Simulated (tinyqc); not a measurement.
Floating body of a partially depleted SOI transistor: body voltage and kink: one step of the calculation.

Source at 0 V. Channel current Ic = 2 nf K Vt^2 [F(0) - F(Vd)](1 + la Vd), F(V) = ln^2(1 + exp((Vg - VT - nf V)/(2 nf Vt))), VT = VT0 - gb Vb. Saturation voltage Vs = 2 Vt sqrt(F(0)) + 3 Vt, excess Ve = (Vd - Vs + sqrt((Vd - Vs)^2 + 0.0004 V^2))/2, multiplication M1 = Ai Ve exp(-Bl/Ve). Each junction passes D(v) = J1 (exp(v/Vt) - 1) + J2 (exp(v/(2 Vt)) - 1). Bipolar current Ib = bb J1 (exp(Vb/Vt) - 1). The body settles where M1 (Ic + Ib) = D(Vb) + D(Vb - Vd) + Vb/Rb; drain current Id = (1 + M1)(Ic + Ib) - D(Vb - Vd).

Task. New Vb. Current into the body I_in = M1 (Ic + Ib) - D(Vb - Vd), current out I_out = D(Vb) + Vb/Rb; f = ln(I_in/I_out), s = df/dVb by central differences over 1e-5 V, Vb(new) = Vb - f/s.

Parameters, values chosen for the exercise; values of the order met in partially depleted silicon-on-insulator transistors:

| symbol | value | unit | meaning |
|---|---|---|---|
| T | 358 | K | temperature |
| VT0 | 0.31 | V | threshold at zero body voltage |
| gb | 0.11 |  | fall of the threshold per volt of body voltage |
| nf | 1.4 |  | slope factor |
| K | 260 | uA/(V^2 um) | gain factor per width |
| la | 0.06 | 1/V | channel-length modulation factor |
| Ai | 3.61 | 1/V | impact-ionisation prefactor |
| Bl | 8.5 | V | impact-ionisation voltage |
| J1 | 9.5e-11 | uA/um | diffusion saturation current of each junction |
| J2 | 1.6e-7 | uA/um | recombination saturation current of each junction |
| bb | 0.5 |  | gain of the lateral bipolar transistor on the diffusion current |
| Rb | 20000 | kohm um | resistance of a weak body tie to the source (1e9 stands for no tie, and the term is then dropped) |
| Vg | 0.71 | V | gate voltage |
| Vd | 1.6 | V | drain voltage |

Constants: q = 1.602176634e-19 C, kB = 1.380649e-23 J/K, Vt = kB T/q. Results are converted to the units shown.

Vb after iteration 1 = 0.68782733 V

Wanted: Ic; Ve; M1; I_in; I_out; f; s; Vb after iteration 2.

Result.

Ic = 23.06 uA/um
Ve = 1.168 V
M1 = 0.002904
I_in = 0.06763 uA/um
I_out = 0.5033 uA/um
f = -2.007
s = -29.72 1/V
Vb after iteration 2 = 0.6203 V

Range of the model: The multiplication law is an empirical form chosen for the exercise; self-heating and capacitive coupling to the body are left out, and the linear laws are rough once Vb passes about 0.7 V or M1 about 0.1.

tinyqc, about 0.2 s, one thread, Intel Xeon 2.30GHz (shared host): `OMP_NUM_THREADS=1 python tinyqc.py 2182154 2182155 out.jsonl`
